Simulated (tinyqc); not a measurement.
Charge control and current of a heterostructure field-effect transistor: one step, computed by the program tinyqc.

Two subbands in a triangular well; E_F is counted from the conduction band edge of the channel at the interface.

Task: Threshold and barrier capacitance. Threshold V_T = phi_B - dE_c - sigma d/(eps eps_0) (in volts); C_b = eps eps_0/d.

Inputs (values chosen for the exercise, modelled on AlGaN/GaN): permittivity eps (barrier and channel) = 9.4; barrier thickness d = 21 nm; Schottky barrier phi_B = 1.1 eV; conduction band offset dE_c = 0.31 eV; polarisation charge sigma/e = 1.2e+13 1/cm^2.

Charge source: polarisation. Velocity law: two-piece.

Constants: e = 1.602176634e-19 C; eps_0 = 8.8541878128e-12 F/m.

Give: threshold voltage V_T; barrier capacitance C_b.

Result:

threshold voltage V_T = -4.0610 V

barrier capacitance C_b = 0.39633 microfarad/cm^2

The device is normally on.
